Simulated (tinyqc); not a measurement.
Resistance of a source-drain extension with a graded tip: one step of the calculation.

y runs along the channel, the gate covers y > 0. The doping is N0 for y < y0 and N0 10^(-(y - y0)/la) beyond, uniform over the depth xj. Sheet conductance s(y) = q mu(N) max(N - Nch, 0) xj + (for y > 0) ma Cox Vo, with mu(N) = u0 + (u1 - u0)/(1 + (N/Nr)^au) and Cox = eps0 eox/tox. Current is taken as one-dimensional; depletion of the tip, spreading and the contact are left out. The metallurgical junction lies at yj, where N = Nch.

Question. Resistance of the overlapped part. Midpoint rule on 9 equal steps from 0 to yj: R_ov = sum h/s(y), per width.

Parameters, values chosen for the exercise; mobility law close to that of electrons in silicon:
- eox = 7.52 (relative permittivity of the gate insulator (close to silicon nitride))
- tox = 4.8 nm (insulator thickness)
- N0 = 1.2e20 cm^-3 (active doping of the extension far from the gate)
- la = 5.9 nm/decade (lateral abruptness)
- y0 = -0.9 nm (position under the gate where the fall begins (gate edge at 0))
- xj = 7 nm (depth of the extension)
- Nch = 4.7e17 cm^-3 (channel doping)
- Vo = 0.59 V (gate overdrive)
- ma = 210 cm^2/(V s) (mobility of the gate-induced layer)
- u1 = 1414 cm^2/(V s) (mobility at low doping)
- u0 = 68.5 cm^2/(V s) (mobility at high doping)
- Nr = 9.2e16 cm^-3 (reference doping)
- au = 0.711 (exponent)

Constants: q = 1.602176634e-19 C, eps0 = 8.8541878128e-14 F/cm where lengths are in cm. Results are converted to the units shown.

Give: y; N; doped conductance; sheet resistance; R_ov.

Answer.

| point | y (nm) | N (cm^-3) | doped conductance (uS) | sheet resistance (ohm/square) |
|---|---|---|---|---|
| 0 | 0.73899 | 6.3298e19 | 572.86 | 1342.8 |
| 1 | 2.2170 | 3.5553e19 | 345.06 | 1934.5 |
| 2 | 3.6949 | 1.9970e19 | 212.62 | 2600.9 |
| 3 | 5.1729 | 1.1217e19 | 134.17 | 3267.5 |
| 4 | 6.6509 | 6.3004e18 | 86.315 | 3873.2 |
| 5 | 8.1289 | 3.5389e18 | 55.744 | 4393.4 |
| 6 | 9.6068 | 1.9877e18 | 34.819 | 4838.2 |
| 7 | 11.085 | 1.1165e18 | 19.107 | 5236.3 |
| 8 | 12.563 | 6.2712e17 | 6.0316 | 5621.1 |

R_ov = 48.933 ohm um

Numbers from tinyqc (`OMP_NUM_THREADS=1 python tinyqc.py 2282071 2282072 out.jsonl`; about 0.03 s on one thread of a shared Intel Xeon 2.30GHz).
